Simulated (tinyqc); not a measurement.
## Composition from the perpendicular lattice constant

Inverse problem. The layer is x parts of the first compound and 1 - x of the second, grown coherently on the second as substrate and barrier. Rows of the table: lattice constant a, average valence level Ea on an absolute scale, spin-orbit splitting so, gaps at Gamma, X and L, hydrostatic deformation potentials av and ac (Gamma), shear potential b, elastic constants, electron and heavy-hole (along z) masses. All are interpolated linearly in x; gaps get -C x (1 - x), taken wholly in the conduction band; real line-ups can differ from this model by 0.1 eV or more. In-plane strain e = (a_substrate - a)/a, e_z = -2 (c12/c11) e, volume change 2 e + e_z. X-ray diffraction gives a_z = a (1 + e_z) of the coherent layer. Find x, e and the relaxed Gamma gap.

Inputs (values chosen for the exercise):
```
symbol  value  unit                  meaning
CG       0.19    eV  bowing of the Gamma gap
CX       0.24    eV      bowing of the X gap
CL       0.16    eV      bowing of the L gap
```

Binary compounds, values chosen for the exercise:
```
,close to GaP,close to GaAs
a (angstrom),5.451,5.653
Ea (eV),-7.4,-6.92
so (eV),0.0798,0.342
EG (eV),2.76,1.44
EX (eV),2.23,1.92
EL (eV),2.58,1.7
av (eV),1.71,1.17
ac (eV),-7.04,-7.08
b (eV),-1.8,-1.71
c11 (GPa),140,118
c12 (GPa),61.3,53.5
me (m0),0.13,0.0662
mh (m0),0.325,0.352
```

lattice constant along the growth direction = 5.54189487 angstrom

Answer. a_z changes steadily with x, about (1 + 2 c12/c11) times as fast as the relaxed lattice constant, so one composition matches.

x = 0.290
e = 1.05 %
relaxed Gamma gap = 1.78 eV

tinyqc, about 0.01 s, one thread, Intel Xeon 2.30GHz (shared host): `OMP_NUM_THREADS=1 python tinyqc.py 2690073 2690074 out.jsonl`
